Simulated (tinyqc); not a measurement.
Thermal resistances of a two-die stack.

Inverse problem. Heat leaves through the lower die only, and the system is linear. Find the resistance R1 from the lower die to the coolant, R2 between the dies, and the rise of the upper die when both are powered.

Inputs (values chosen for the exercise):
- P1 = 57 W (power of the lower die)
- P2 = 13 W (power of the upper die)

rises of the lower and upper die with only the lower one powered (K): [22.23, 22.23]
rises of the lower and upper die with only the upper one powered (K): [5.07, 10.79]

Solution. With only the lower die powered no heat crosses R2, so both dies rise by P1 R1; the difference in the second test is P2 R2; rises add.

R1 = 0.390 K/W
R2 = 0.440 K/W
rise of the upper die = 33.0 K

tinyqc, about 0.03 s, one thread, Intel Xeon 2.30GHz (shared host): `OMP_NUM_THREADS=1 python tinyqc.py 2162114 2162115 out.jsonl`
